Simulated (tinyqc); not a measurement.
Single-electron transistor, orthodox theory and master equation: two steps of the calculation.

A metal island with n extra electrons joins the left lead (voltage V) and the right lead (0 V) by tunnel junctions and couples to a gate. Cs = CL + CR + Cg. Adding electron n + 1 costs mu(n) = [q (n + 1/2) - CL V - Cg Vg]/Cs (in volts); the Fermi levels are -V (left) and 0 (right). A jump that gains the energy W has the rate G(W) = (W/q)/(R [1 - exp(-W/Vt)]), W in volts, Vt = kB T/q. Sequential tunnelling only; I > 0 flows from left to right.

Values chosen for this exercise:

| symbol | value | unit | meaning |
|---|---|---|---|
| CL | 34 | aF | capacitance of the left junction |
| CR | 44 | aF | capacitance of the right junction |
| Cg | 9.6 | aF | gate capacitance |
| RL | 590 | kohm | resistance of the left junction |
| RR | 12000 | kohm | resistance of the right junction |
| T | 0.83 | K | temperature |
| V | 3.5 | mV | bias of the left lead |
| Vg | 2.7 | mV | gate voltage |
| n0 | -2 |  | lowest charge state kept |
| n1 | 1 |  | highest charge state kept |

Constants: q = 1.602176634e-19 C, kB = 1.380649e-23 J/K, Vt = kB T/q. Results are converted to the units shown.

Problem 1. Charging energy and addition levels. q/Cs, the gate period q/Cg, and mu(n) for the transitions kept.

Find: q/Cs; q/Cg; kB T/(q^2/Cs); mu(n).

Solution 1.

q/Cs = 1.8290 mV
q/Cg = 16.689 mV
kB T/(q^2/Cs) = 0.039106
mu(n), n to n + 1, n -2 to 0 (mV): -4.3978  -2.5688  -0.7399

Problem 2. Tunnelling rates. Onto the island: from the left W = -V - mu(n), from the right W = -mu(n); off the island (n + 1 to n): to the left W = mu(n) + V, to the right W = mu(n).

mu(n), n to n + 1, n -2 to 0 (mV): -4.3977910  -2.5688223  -0.7398535

Find: on from left; on from right; off to left; off to right.

Solution 2.

```
n to n + 1, n	on from left (1/ns)	on from right (1/ns)	off to left (1/ns)	off to right (1/ns)
-2	9.4976	2.2874	3.3590e-5	4.5275e-27
-1	2.1844e-5	1.3361	9.8508	3.3721e-16
0	5.0781e-16	0.38483	29.199	1.2384e-5
```

Range of the model: Cotunnelling, which dominates deep in the blockade, is left out.

Numbers from tinyqc (`OMP_NUM_THREADS=1 python tinyqc.py 2780105 2780106 out.jsonl`; about 0.01 s on one thread of a shared Intel Xeon 2.30GHz).
